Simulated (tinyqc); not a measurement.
Thin-body transistor below threshold, two-dimensional Poisson equation on a small mesh: course of the iteration: over-relaxation sweep (omega = 1.4).

A thin body on a thick buried insulator of low permittivity, taken as carrying no normal field at the bottom of the body (row 0). Mobile charge is neglected (subthreshold), the body is fully depleted, and potentials are counted from the intrinsic level; rows run upward to the gate, columns from source to drain.

Mesh: rows i = 0..3 in the semiconductor (step hs = tb/3, row 3 on the interface), then 1 step(s) ho = tox/1 up to the gate row 4; columns j = 0..6 (step hy = L/6). Box integration, divided by eps0: up_i = eps hy/h of the interval above row i, dn_i = that of the interval below (0 for row 0), lat_i = (sum of eps h/2 over the intervals above and below)/hy, s_i = -q Na w_i hy/eps0 with w_i the semiconductor height of the box (hs/2 for row 0 and the interface row, hs between, 0 in the insulator). Each free node obeys (up + dn + 2 lat) psi = up psi(above) + dn psi(below) + lat [psi(left) + psi(right)] + s.

Free nodes: rows 0..3, columns 1..5, taken row by row from row 0, left to right. t = (up psi(above) + dn psi(below) + lat [psi(left) + psi(right)] + s)/(up + dn + 2 lat), with the newest neighbours; psi(new) = psi + 1.4 (t - psi).

Stop when the largest change of psi is below 1e-7 V, or after 400 iterations. Fixed values: gate row Vg - Vfb; column 0 at Vbi and the last column at Vbi + Vd in the semiconductor, each running linearly to Vg - Vfb across the insulator.

Inputs (values chosen for the exercise); semiconductor permittivity close to that of In0.53Ga0.47As: relative permittivity of the semiconductor eps_r = 13.8; relative permittivity of the insulator eox = 25; body thickness tb = 6 nm; insulator thickness tox = 5.5 nm; channel length L = 28 nm; acceptor density of the depleted body Na = 0 cm^-3; potential of the source Vbi = 0.58 V; gate offset Vfb = 0.15 V; gate voltage Vg = 0.1 V; drain voltage Vd = 0.7 V.

Constants: q = 1.602176634e-19 C, eps0 = 8.8541878128e-14 F/cm where lengths are in cm. Results are converted to the units shown.

psi at the start (fixed values on the edges, free nodes at the gate value) (V):

|  | j=0 | j=1 | j=2 | j=3 | j=4 | j=5 | j=6 |
|---|---|---|---|---|---|---|---|
| row 0 | 0.58000 | -0.05000 | -0.05000 | -0.05000 | -0.05000 | -0.05000 | 1.28000 |
| row 1 | 0.58000 | -0.05000 | -0.05000 | -0.05000 | -0.05000 | -0.05000 | 1.28000 |
| row 2 | 0.58000 | -0.05000 | -0.05000 | -0.05000 | -0.05000 | -0.05000 | 1.28000 |
| row 3 | 0.58000 | -0.05000 | -0.05000 | -0.05000 | -0.05000 | -0.05000 | 1.28000 |
| row 4 | -0.05000 | -0.05000 | -0.05000 | -0.05000 | -0.05000 | -0.05000 | -0.05000 |

| row | up | dn | lat | s (V) |
|---|---|---|---|---|
| 0 | 32.2 | 0 | 2.95714 | 0 |
| 1 | 32.2 | 32.2 | 5.91429 | 0 |
| 2 | 32.2 | 32.2 | 5.91429 | 0 |
| 3 | 21.2121 | 32.2 | 17.6893 | 0 |

Course of the iteration:

| iteration | psi at row 0, j = 3 (V) | largest \|change\| of one entry (V) |
|---|---|---|
| 1 | -0.0491926 | 0.515 |
| 2 | -0.0438797 | 0.320 |
| 3 | -0.0300528 | 0.213 |
| 4 | 0.0158448 | 0.197 |
| 5 | 0.0575270 | 0.163 |
| 6 | 0.140273 | 0.0827 |
| 7 | 0.180427 | 0.0402 |
| 8 | 0.203631 | 0.0236 |
| 9 | 0.218971 | 0.0169 |
| ... | ... | ... |
| 26 | 0.241598 | 4.43e-6 |
| 27 | 0.241601 | 2.73e-6 |
| 28 | 0.241602 | 1.69e-6 |
| 29 | 0.241603 | 1.04e-6 |
| 30 | 0.241604 | 6.44e-7 |
| 31 | 0.241604 | 3.97e-7 |
| 32 | 0.241604 | 2.45e-7 |
| 33 | 0.241605 | 1.52e-7 |
| 34 | 0.241605 | 9.36e-8 |

Did this iteration meet its convergence test, and what does its course show?

Yes. Converged in 34 iterations. At the end each change is about 0.62 times the one before: linear convergence.

Computed by the program tinyqc: `OMP_NUM_THREADS=1 python tinyqc.py 2480033 2480034 out.jsonl`, one thread of a shared Intel Xeon 2.30GHz, about 0.1 s for the whole run.
